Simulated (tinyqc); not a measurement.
Inside a calculation. Method: UHF in the sto-6g basis, for H3, spin multiplicity 2. This run ends on a higher stationary point, not on the lowest solution. One step of it, computed by the program tinyqc.

Task: Orthogonalisation. S = U s U^T; symmetric (Loewdin) form X = U s^(-1/2) U^T, so that X^T S X = 1.

overlap S, lower triangle:
```
          1H 1s     2H 1s     3H 1s
1H 1s  1.000000
2H 1s  0.445452  1.000000
3H 1s  0.445437  0.445437  1.000000
```

Give: eigenvalues of S; X.

Result:

eigenvalues of S: 0.5545  0.5546  1.8909

X, lower triangle:
```
         1H 1s    2H 1s   3H 1s
1H 1s   1.1376
2H 1s  -0.2052   1.1376
3H 1s  -0.2052  -0.2052  1.1376
```
